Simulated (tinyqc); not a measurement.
# p-type polysilicon, carrier trapping at grain boundaries, step by step

tinyqc, about 0.01 s, one thread, Intel Xeon 2.30GHz (shared host): `OMP_NUM_THREADS=1 python tinyqc.py 2830159 2830160 out.jsonl` Printed values are rounded.

One-dimensional grains of size Lg, uniform ionised doping N, monovalent traps Qt at each boundary at a depth Et below (for electrons) or above (for holes) the band edge there, abrupt depletion of width W on each side of a boundary, Boltzmann statistics. xi is the distance from the band edge at the grain centre to the Fermi level. Trapped charge Qt/(1 + exp((xi + VB - Et)/Vt)) = 2 N W, barrier VB = q N W^2/(2 eps0 eps_r).

Parameters, values chosen for the exercise; values of the order met in polycrystalline silicon: temperature T = 350 K; relative permittivity eps_r = 11.7; valence-band density of states at T NB = 3.34e19 cm^-3; grain size Lg = 22 nm; trap density of a grain boundary Qt = 1.1e12 cm^-2; depth of the trap level from the majority band edge at the boundary Et = 0.35 eV; mass for thermionic emission ms = 0.52 m0; correction factor of the emission rate fe = 0.25; doping N = 1.4e17 cm^-3.

Constants: q = 1.602176634e-19 C, kB = 1.380649e-23 J/K, m0 = 9.1093837015e-31 kg, Vt = kB T/q, eps0 = 8.8541878128e-14 F/cm where lengths are in cm. Results are converted to the units shown.

Range of the model: VB is below Vt, where abrupt depletion and thermionic emission are rough.

## Depletion width, Fermi level and barrier

If the trap equation with xi = Vt ln(NB/N) has a root W < Lg/2, the grain is partly depleted; otherwise W = Lg/2 and the trap equation gives xi = Et - VB + Vt ln(Qt/(N Lg) - 1). N* = Qt/Lg.

N* = 5e17 cm^-3
W = 11 nm
xi = 0.3653860 V
VB = 0.01309964 V
share of traps filled = 0.28

N is 0.280 N*, and the grain is fully depleted; VB = 0.434 Vt.

## Resistivity and effective mobility

n0 = NB exp(-xi/Vt); mean density n0 (1 - 2 W/Lg) by charge balance in a partly depleted grain, and n0 (sqrt(pi)/2) erf(u)/u with u = sqrt(VB/Vt) in a fully depleted one; v = sqrt(kB T/(2 pi ms m0)); barrier resistivity Vt exp(VB/Vt)/(q fe n0 v Lg); grain resistivity (1 - 2 W/Lg)/(q n0 mug); effective mobility 1/(q mean density total resistivity).

n0 = 1.829870e14 cm^-3
mean density = 1.596179e14 cm^-3
v = 4.029392e6 cm/s
barrier resistivity = 716.6952 ohm cm
grain resistivity = 0.000000 ohm cm
resistivity = 716.6952 ohm cm
effective mobility = 54.55989 cm^2/(V s)

The resistivity is 1770 times that of a single crystal with the same N and mobility mug, and the mean density is 0.114 % of N.
